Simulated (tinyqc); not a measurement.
Deal-Grove kinetics of thermal oxidation of silicon: one step, computed by the program tinyqc. Command: `OMP_NUM_THREADS=1 python tinyqc.py 3004429 3004430 out.jsonl oxide walk`. One thread of a shared host (Intel(R) Xeon(R) Processor @ 2.30GHz), about 0.09 s of CPU time with the checks.

Oxidant diffuses through the oxide and reacts at the interface, so that dx/dt = B/(A + 2x) for the oxide thickness x.

Question. A single trial Runge-Kutta step of the thin-film equation. With f(x) = B/(A + 2x) + c (B/A) exp(-x/L) and h = L/(4 f(x_i)): k1 = f(x_i), k2 = f(x_i + h k1/2), k3 = f(x_i + h k2/2), k4 = f(x_i + h k3), x = x_i + h (k1 + 2 k2 + 2 k3 + k4)/6.

Inputs (values chosen for the exercise, close to those used for silicon):

| quantity | value | unit |
|---|---|---|
| temperature T | 1075 | C |
| initial oxide x_i | 0.05 | um |
| ratio c of the extra rate to B/A | 2.3 | - |
| decay length L | 0.011 | um |

Ambient: dry oxygen. Surface: (100). Extension: thin-film term.

length A = 0.07864112 um

parabolic constant B = 0.001847230 um^2/h

linear constant B/A = 0.02348937 um/h

Give: step h; k1 to k4; x after the step.

Answer.

step h = 0.2520 h

k1 to k4 (um/h): 0.01091  0.01069  0.01069  0.01049

x after the step = 0.05269 um
